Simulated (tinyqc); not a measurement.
Worked calculation: exciton in an atomically thin sheet (Rytova-Keldysh potential). Values are carried at full precision from step to step, so a last printed digit may differ when a step is redone from the rounded ones.

Constants: Ry = 13.60569312 eV; a0 (Bohr radius) = 0.5291772105 angstrom; hbar^2/2m0 = 3.80998211 eV angstrom^2; e^2/(4 pi eps0) = 14.39964547 eV angstrom.

Parameters, chosen for this exercise (near those of a WS2 monolayer; not measured data):

| symbol | value | unit | meaning |
|---|---|---|---|
| me | 0.31 | m0 | electron mass |
| mh | 0.4 | m0 | hole mass |
| kap | 4.5 |  | mean dielectric constant of the surroundings |
| Eg | 2.213 | eV | gap, in these surroundings |
| al | (0.00056, 0.00252, 0.0113, 0.051) | 1/angstrom^2 | exponents a_i |
| r0 | 35.9 | angstrom | screening length of the sheet |

## Exciton units

1/mu = 1/me + 1/mh, Ry* = Ry mu/kap^2, a* = a0 kap/mu.

mu = 0.17465 m0
Ry* = 117.343 meV
a* = 13.63 angstrom

## Hydrogen-like series

Binding Ry*/n^2 in three dimensions and Ry*/(n - 1/2)^2 in two; strengths relative to n = 1 go as 1/n^3 and (1/2)^3/(n - 1/2)^3. Lines at Eg less the binding.

Series:

| n | 3D binding (meV) | 3D line (eV) | 3D strength | 2D binding (meV) | 2D line (eV) | 2D strength |
|---|---|---|---|---|---|---|
| 1 | 117.34 | 2.0957 | 1.0000 | 469.37 | 1.7436 | 1.0000 |
| 2 | 29.34 | 2.1837 | 0.1250 | 52.15 | 2.1608 | 0.0370 |
| 3 | 13.04 | 2.2000 | 0.0370 | 18.77 | 2.1942 | 0.0080 |
| 4 | 7.33 | 2.2057 | 0.0156 | 9.58 | 2.2034 | 0.0029 |

## Overlap and kinetic matrices

Relative motion in the plane with V(k) = -2 pi q/(k (kap + r0 k)), q = e^2/(4 pi eps0), c = hbar^2/2m0. Normalised Gaussians exp(-a_i r^2): with A = a_i + a_j, S_ij = 2 sqrt(a_i a_j)/A, T_ij = (4c/mu)(a_i a_j/A) S_ij, V_ij = -q S_ij times the integral over k from 0 to infinity of exp(-k^2/4A)/(kap + r0 k).

Form S and T.

S:
```
         1        2        3        4
1  1.00000  0.77139  0.42421  0.20730
2  0.77139  1.00000  0.77226  0.42364
3  0.42421  0.77226  1.00000  0.77067
4  0.20730  0.42364  0.77067  1.00000
```

T (eV):
```
         1        2        3        4
1  0.02443  0.03084  0.01975  0.01002
2  0.03084  0.10995  0.13885  0.08877
3  0.01975  0.13885  0.49302  0.62208
4  0.01002  0.08877  0.62208  2.22515
```

## Potential matrix

Evaluate the integrals numerically.

V (eV):
```
          1         2         3         4
1  -0.14994  -0.17128  -0.15007  -0.11263
2  -0.17128  -0.26532  -0.28677  -0.23245
3  -0.15007  -0.28677  -0.43135  -0.43995
4  -0.11263  -0.23245  -0.43995  -0.64558
```

## Levels in the small basis

Solve (T + V) u = E S u; give the two lowest levels and the ground vector with u S u = 1 and its largest component positive.

levels (eV): -0.1676  0.0023

ground vector: 0.354  0.609  0.115  0.018

## The converged series

Converged values use 20 Gaussians with exponents 2^i/b^2, i = -11 to 8, b the larger of a0 kap/(2 mu) and sqrt(a0 r0/mu), a0 = 0.5291772 angstrom; p states use r exp(i theta) exp(-a r^2).

Levels against the two-dimensional hydrogen series Ry*/(n - 1/2)^2; eps_n is the dielectric constant that would give each level in that series.

Series:

| state | binding (meV) | hydrogen (meV) | eps_n | Eg + E (eV) |
|---|---|---|---|---|
| 1s | 167.8 | 469.4 | 7.53 | 2.045 |
| 2p | 45.2 | 52.2 | 4.84 | 2.168 |
| 2s | 35.4 | 52.2 | 5.46 | 2.178 |
| 3p | 17.3 | 18.8 | 4.69 | 2.196 |
| 3s | 14.8 | 18.8 | 5.07 | 2.198 |

eps_n falls from 7.53 (1s) to 5.07 (3s) towards kap = 4.5: larger orbits see less of the sheet. 2p is bound 9.8 meV more strongly than 2s, which pure Coulomb attraction keeps degenerate. The small basis misses the 1s binding by 0.2 meV.

## Checks

- 1s binding for r0 = 0 against 4 Ry*, meV: 469.2 against 469.4.
- 2p binding for r0 = 0 against 4 Ry*/9, meV: both 52.15.

Computed by tinyqc, a small Python program: `OMP_NUM_THREADS=1 python tinyqc.py 1280896 1280897 out.jsonl` (the numbers bound the seed that draws the inputs); one thread of a shared host (Intel(R) Xeon(R) Processor @ 2.30GHz), about 0.04 s for the whole set of steps.
